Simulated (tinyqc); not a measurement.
Inside a calculation: Brillouin zone and empty-lattice bands of the diamond structure. Values are carried at full precision from step to step, so a last printed digit may differ when a step is redone from the rounded ones.

Primitive vectors a1 = a (0,1/2,1/2), a2 = a (1/2,0,1/2), a3 = a (1/2,1/2,0); atoms at 0 and (a1 + a2 + a3)/4. Reciprocal vectors obey a_i.b_j = 2 pi delta_ij; k is given in units of 2 pi/a. Empty-lattice levels are c0 (2 pi/a)^2 |k + G|^2, c0 = hbar^2/2m0. Points: X = (1, 0, 0), L = (0.5, 0.5, 0.5), K = (0.75, 0.75, 0), W = (1, 0.5, 0), U = (1, 0.25, 0.25).

Constants: hbar^2/2m0 = 3.80998211 eV angstrom^2; a0 (Bohr radius) = 0.5291772105 angstrom.

Values chosen for the exercise (out of a larger set: lattice near that of Ge; not measured data):
- a = 5.646 angstrom (lattice constant)
- Z = 4 (free electrons per atom)
- V1 = -0.56 eV (atomic form factor on the shell that bounds the zone)

## Reciprocal lattice

Give b1, b2, b3, the cell volume, the zone volume (2 pi)^3/V and the energy unit c0 (2 pi/a)^2.

b1, b2, b3 as rows (2 pi/a):
```
         1        2        3
1  -1.0000   1.0000   1.0000
2   1.0000  -1.0000   1.0000
3   1.0000   1.0000  -1.0000
```

cell volume = 44.995 angstrom^3
zone volume = 5.5129 1/angstrom^3
energy unit = 4.7185 eV

## Shells of G and Bragg planes

List the first six shells of G with their number, the structure factor |sum over atoms of exp(i G.tau)|/(atoms per cell), and the distance |G|/2 of the Bragg plane from Gamma.

Shells:
```
|G|^2 ((2 pi/a)^2)  number  structure factor  |G|/2 (2 pi/a)
3.0000                   8            0.7071          0.8660
4.0000                   6            0.0000          1.0000
8.0000                  12            1.0000          1.4142
11.0000                 24            0.7071          1.6583
12.0000                  8            0.0000          1.7321
16.0000                  6            1.0000          2.0000
```

The structure factor vanishes at |G|^2 = 4.000 and 12.000: no first-order gap opens on those planes.

## The free-electron sphere

n = 2 Z/V, kF = (3 pi^2 n)^(1/3), EF = c0 kF^2, rs = (3/(4 pi n))^(1/3)/a0; compare kF with |k| of the points on the zone surface.

n = 0.17780 1/angstrom^3
kF = 1.5632 2 pi/a
EF = 11.530 eV
rs = 2.085

Points:
```
point  |k| (2 pi/a)  kF/|k|  lowest level (eV)  levels below EF
X            1.0000   1.563              4.718                6
L            0.8660   1.805              3.539                2
K            1.0607   1.474              5.308                5
W            1.1180   1.398              5.898                4
U            1.0607   1.474              5.308                5
```

The sphere encloses the whole first zone, so band 1 is full and the Fermi surface lies in higher bands. In the real crystal large gaps on the faces of the Jones zone remove the Fermi surface.

## Empty-lattice levels at Gamma, W and X

Give the five lowest values of |k + G|^2 with their degeneracy (spin not counted).

Levels:
```
point  |k + G|^2  degeneracy  E (eV)
Gamma     0.0000           1   0.000
Gamma     3.0000           8  14.155
Gamma     4.0000           6  18.874
Gamma     8.0000          12  37.748
Gamma    11.0000          24  51.903
W         1.2500           4   5.898
W         3.2500           4  15.335
W         5.2500           8  24.772
W         7.2500          12  34.209
W         9.2500           4  43.646
X         1.0000           2   4.718
X         2.0000           4   9.437
X         5.0000           8  23.592
X         6.0000           8  28.311
X         9.0000          10  42.466
```

The lowest level is 4-fold at W and 2-fold at X: as many zones meet there, and these are the lowest sets at these points on which a weak potential acts. In the diamond structure the levels at X and W stay paired: the structure factor of (200) vanishes and the glide symmetry keeps the pairing.

## The gap at L

At L two waves k and k - G with G = 2k are degenerate at E0. With V = |V1| x structure factor of G the levels are E0 -/+ V, and the masses normal to the face are 1/(1 -/+ 2 E0/V).

structure factor = 0.7071
E0 = 3.539 eV

levels (eV): 3.143  3.935

masses normal to the face, lower and upper (m0): -0.0593  0.0530

EF of the free sphere, 11.53 eV, lies above the gap: the upper band holds electrons here (EF = c0 (3 pi^2 n)^(2/3) for 8 electrons a cell; its shift by the potential is neglected). In a diamond crystal this gap parts the first two valence bands; it is not the semiconductor gap.

## Checks

- a_i.b_j/(2 pi) against the unit matrix: they agree to 1e-10 or better.

Program tinyqc; command `OMP_NUM_THREADS=1 python tinyqc.py 1850668 1850669 out.jsonl`; about 0.01 s on one thread of a shared Intel(R) Xeon(R) Processor @ 2.30GHz.
